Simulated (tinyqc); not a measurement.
Singlet against triplet in a field: parabolic quantum dot in a magnetic field (Fock-Darwin).

Two dimensions, V = m w0^2 r^2/2, one valley. hbar wc = 2 muB B/m, W = sqrt(w0^2 + wc^2/4), E(n, l, s) = (2n + |l| + 1) hbar W - l hbar wc/2 + s gs muB B, n = 0, 1, ..., l = 0, +/-1, ..., s = +/-1/2; length lam = sqrt(2c/(m hbar W)), c = hbar^2/2m0.

Two electrons, first order in the Coulomb energy: the singlet (0,0)^2 has 2W + J0 and the lowest triplet (0,0)(0,1) has 3W - wc/2 + J0/2 - Ez, with J0 = sqrt(pi/2) q/(eps lam), q = e^2/(4 pi eps0), Ez = |gs| muB B.

Exact treatment: the centre of mass separates with energy W, and the relative motion obeys [-(2c/m) Laplacian + (2c/m) r^2/(2 lam^2)^2 + q/(eps r)] psi = e_l psi for angular number l, solved in 14 Gaussians r^l exp(-a r^2), a = 1.7^i/(4 lam^2), i = -3 to 10. E(S) = W + e_0, E(T) = W + e_1 - wc/2 - Ez.

Constants: muB = 5.788381798e-05 eV/T; hbar^2/2m0 = 3.80998211 eV angstrom^2; e^2/(4 pi eps0) = 14.39964547 eV angstrom.

Parameters, chosen for this exercise (near those of a gate-defined dot in Si; the results hold for these values, not for the real material): m = 0.19 m0 (mass); gs = 1.9 (g factor); w0 = 1.3 meV (confinement energy hbar w0); eps = 12 (dielectric constant); Bs = (0, 0.53, 1.1, 1.7, 2.6, 3.8, 5.5) T (fields).

For each field, first order and exact.

Energies (meV):
```
B (T)      J0  W - wc/2     Ez  E(T) - E(S), first order  exact
0       8.563     1.300  0.000                    -2.981   0.29
0.53    8.595     1.149  0.058                    -3.207   0.08
1.1     8.701     1.007  0.121                    -3.464  -0.15
1.7     8.884     0.881  0.187                    -3.747  -0.38
2.6     9.266     0.730  0.286                    -4.189  -0.72
3.8     9.908     0.583  0.418                    -4.789  -1.14
5.5    10.936     0.445  0.605                    -5.628  -1.71
```

Exactly, the triplet drops below the singlet between 0.53 and 1.1 T. First order has the triplet lower even at zero field, which the exact solution forbids; with J0/W = 6.59 at zero field it misses the splitting there by 3.27 meV. From the first row to the last the orbital cost falls by 0.85 meV, the Coulomb gain J0/2 (half direct, half exchange) grows by 1.19 meV and the Zeeman gain by 0.60 meV. States of higher angular number, which take over at higher fields, in soft dots already within such a table, are left out.

Computed by tinyqc, a small Python program: `OMP_NUM_THREADS=1 python tinyqc.py 1282178 1282179 out.jsonl` (the numbers bound the seed that draws the inputs); one thread of a shared host (Intel(R) Xeon(R) Processor @ 2.30GHz), about 0.04 s for the whole set of steps.
